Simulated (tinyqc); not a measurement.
Two-dimensional electron gas with Rashba and Dresselhaus coupling: one step. Scales. Three cases, with inputs chosen for the exercise.

Question. b1; mean Fermi wave vector k0 = sqrt(2 pi n) (1e11/cm^2 = 1e-5/angstrom^2); E0 = c k0^2/m; b3 = gam k0^2/4; kR = al m/(2c) and ER = al kR/2, the shift and depth of a pure Rashba band.

H = c k^2/m + al (ky sx - kx sy) + b1 (kx sx - ky sy) + gam kx ky (kx sy - ky sx), s the Pauli matrices, x = [100], c = hbar^2/2m0, b1 = gam (pi/L)^2 (hard walls). H = c k^2/m + B.s, so E = c k^2/m -/+ |B| and the lower state has its spin along -B.

Constants: hbar^2/2m0 = 3.80998211 eV angstrom^2.

Give: b1; k0; E0; b3; kR; ER.

Case 1.

Values chosen (of the size met in InGaAs; not measured data): m = 0.0392 m0 (mass); al = 0.17 eV angstrom (Rashba constant); gam = 26.5 eV angstrom^3 (bulk Dresselhaus constant); L = 196 angstrom (width of the (001) well); n = 10 1e11/cm^2 (sheet density (one subband filled)).

Answer.

b1 = 0.006808 eV angstrom
k0 = 0.02507 1/angstrom
E0 = 61.068 meV
b3 = 0.004163 eV angstrom
kR = 0.0008745 1/angstrom
ER = 0.07434 meV

The ratio al/(b1 - b3) is 64.26; kR is 3.5 % of k0.

Case 2.

Values chosen (of the size met in GaAs; not measured data): m = 0.0697 m0 (mass); al = 0.019 eV angstrom (Rashba constant); gam = 0 eV angstrom^3 (bulk Dresselhaus constant); L = 157 angstrom (width of the (001) well); n = 3.6 1e11/cm^2 (sheet density (one subband filled)).

Answer.

b1 = 0 eV angstrom
k0 = 0.01504 1/angstrom
E0 = 12.364 meV
b3 = 0 eV angstrom
kR = 0.0001738 1/angstrom
ER = 0.001651 meV

There is no Dresselhaus term; kR is 1.2 % of k0.

Case 3.

Values chosen (of the size met in InAs; not measured data): m = 0.0248 m0 (mass); al = 0.44 eV angstrom (Rashba constant); gam = 23.8 eV angstrom^3 (bulk Dresselhaus constant); L = 138 angstrom (width of the (001) well); n = 3.2 1e11/cm^2 (sheet density (one subband filled)).

Answer.

b1 = 0.01233 eV angstrom
k0 = 0.01418 1/angstrom
E0 = 30.889 meV
b3 = 0.001196 eV angstrom
kR = 0.001432 1/angstrom
ER = 0.3150 meV

The ratio al/(b1 - b3) is 39.50; kR is 10.1 % of k0.

Computed by tinyqc, one run a case: `OMP_NUM_THREADS=1 python tinyqc.py N N+1 out.jsonl` with N = 1480868, 1481224, 1481561; one thread of a shared Intel(R) Xeon(R) Processor @ 2.30GHz, about 0.01 s a run at most.
